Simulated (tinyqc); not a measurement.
Thermal displacements in the Debye model: Debye-Waller factors, bond-length spread and the Lindemann rule: one step, computed by the program tinyqc. Command: `OMP_NUM_THREADS=1 python tinyqc.py 3022769 3022770 out.jsonl debyewaller walk`. One thread of a shared host (Intel(R) Xeon(R) Processor @ 2.30GHz), about 0.01 s of CPU time with the checks.

A Debye spectrum with three branches of one velocity, cut at k_B Theta; 2 atoms per cube, nearest neighbours at d = 0.866025 a.

Task: Mean-square displacement. <u_x^2> = (3 hbar^2/(2 M k_B Theta)) int_0^1 s coth(s Theta/(2T)) ds (64 Gauss-Legendre points); it tends to 3 hbar^2/(4 M k_B Theta) at T = 0 and to 3 hbar^2 T/(M k_B Theta^2) at high T. B = 8 pi^2 <u_x^2>.

Inputs (values chosen for the exercise, modelled on molybdenum): atomic mass M = 95.95 u; Debye temperature Theta = 406 K; temperature T = 295 K.

Structure: bcc.

Constants: hbar^2/u = 4.18015928e-03 eV angstrom^2; k_B = 8.617333262e-05 eV/K.

Give: <u_x^2>; zero-point value; classical value; B factor.

Result:

<u_x^2> = 0.002855 angstrom^2

zero-point value = 9.339e-04 angstrom^2

classical value = 0.002714 angstrom^2

B factor = 0.2254 angstrom^2

The zero-point value is 32.7 % and the classical value 95.1 % of the full result; the two are limits, not parts that add.
